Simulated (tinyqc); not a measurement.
Schottky barrier with interface states (Cowley-Sze model), image lowering and contact resistance: one step, computed by the program tinyqc. Command: `OMP_NUM_THREADS=1 python tinyqc.py 3012723 3012724 out.jsonl pinning walk`. One thread of a shared host (Intel(R) Xeon(R) Processor @ 2.30GHz), about 0.01 s of CPU time with the checks.

An n-type semiconductor under a metal. The barrier lies between the Schottky-Mott limit phi_M - chi and the Bardeen limit E_g - E_n, E_n being the neutrality level of the interface states; the space-charge term of the full Cowley-Sze expression is left out.

Problem. Tunnelling scale and contact resistivity. A* = 4 pi e m_e M_c k_B^2/h^3 (a simple valley count); J_s = A* T^2 exp(-phi/k_B T). E_00 = (e hbar/2) sqrt(N/(m_e eps_s eps_0)), E_0 = E_00 coth(E_00/k_B T); scaling form of the contact resistivity rho_c = (k_B/(e A* T)) exp(phi_B/E_0), which is the thermionic result when E_00 << k_B T and keeps only the leading exponential of tunnelling when E_00 >> k_B T; image lowering is left out of it.

Inputs (values chosen for the exercise, with gap, mass and screening modelled on GaN):

| quantity | value | unit |
|---|---|---|
| dielectric constant eps_s | 9.59 | - |
| electron mass m_e | 0.201 | m_0 |
| valleys M_c | 1 | - |
| donor density N | 1.3e+16 | cm^-3 |
| temperature T | 300 | K |

Pinning factor from: Moench relation.

barrier phi_B = 1.693275 eV

Constants: k_B = 8.617333262e-05 eV/K; hbar = 1.054571817e-34 J s; m_0 = 9.1093837015e-31 kg; eps_0 = 8.8541878128e-12 F/m; e = 1.602176634e-19 C; k_B = 1.380649e-23 J/K; h = 6.62607015e-34 J s.

Give: E_00; E_00/k_B T; E_0; contact resistivity rho_c.

Solution.

E_00 = 0.001525 eV

E_00/k_B T = 0.05898

E_0 = 0.02588 eV

contact resistivity rho_c = 3.077e+20 ohm cm^2

With the usual bounds 0.5 and 5 on E_00/k_B T the regime is thermionic emission; so large a rho_c means a blocking contact.
